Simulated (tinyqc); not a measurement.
The scattering mechanism: Boltzmann transport in a parabolic band with a power-law relaxation time.

F_j(eta) = (1/Gamma(j + 1)) integral_0^infinity x^j dx/(1 + exp(x - eta)), which tends to exp(eta) for eta << 0.

tau = tau0 x^r with x = E/kT. With K_j = Gamma(j + 1) F_j(eta): <tau> = tau0 (r + 3/2) K_(r+1/2)/((3/2) K_(1/2)); mu = <tau>/(mc m0/e), m0/e = 5.685630e-12 kg/C; Hall factor rH = (3/2) K_(1/2) (2r + 3/2) K_(2r+1/2)/((r + 3/2) K_(r+1/2))^2; Seebeck S = -(kB/e) [(r + 5/2) K_(r+3/2)/((r + 3/2) K_(r+1/2)) - eta]; Lorenz number L = (kB/e)^2 [(r + 7/2) K_(r+5/2)/((r + 3/2) K_(r+1/2)) - ((r + 5/2) K_(r+3/2)/((r + 3/2) K_(r+1/2)))^2]; kB/e in V/K. Valley anisotropy is left out of rH.

Constants: kB = 8.617333262e-05 eV/K.
eta = -5.44793

Same eta for each exponent.

Results:
```
r                                     mechanism  <tau>/tau0     rH  S (microvolt/K)  L (1e-8 W ohm/K^2)
-0.5                           acoustic phonons       0.752  1.178           -642.0               1.486
0.0                  a constant relaxation time       1.000  1.000           -685.1               1.857
0.5   polar optical or piezoelectric scattering       1.505  1.104           -728.1               2.228
1.5                          ionised impurities       4.518  1.932           -814.3               2.970
```

What does the comparison show?

From r = -1/2 to 3/2 |S| grows by 172.3 microvolt/K, against 2 kB/e = 172.3 in the non-degenerate limit: scattering that favours fast electrons raises the mean energy carried. rH is 1 only for constant tau and reaches 1.932 for r = 3/2; L spans 1.486 to 2.970 against the metallic 2.443.

Run: tinyqc, `OMP_NUM_THREADS=1 python tinyqc.py 1682183 1682184 out.jsonl`; Intel(R) Xeon(R) Processor @ 2.30GHz, one thread, shared host; about 0.02 s of CPU time with all checks.
